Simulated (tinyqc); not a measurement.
# Mass from the capacitance plateau

Question. Once one two-dimensional band is degenerate, Cq = q gv md m0 q/(pi hbar^2) and 1/C_G = 1/Cox + 1/Cq (no traps). Find Cq, md and the oxide-equivalent thickness 3.9 eps0/Cq that it adds.

Inputs (values chosen for the exercise):
- gv = 2 (valley degeneracy)

Constants: q = 1.602176634e-19 C, hbar = 1.054571817e-34 J s, m0 = 9.1093837015e-31 kg, eps0 = 8.8541878128e-14 F/cm where lengths are in cm. Results are converted to the units shown.

C_G on the plateau = 1.7472509 uF/cm^2
Cox = 1.8174386 uF/cm^2

Solution. Removing Cox from the series leaves Cq, which is proportional to gv md.

Cq = 45.24 uF/cm^2
md = 0.3380 m0
added thickness = 0.07632 nm

Program tinyqc, `OMP_NUM_THREADS=1 python tinyqc.py 2200059 2200060 out.jsonl`; Intel Xeon 2.30GHz, shared host, one thread, about 0.01 s.
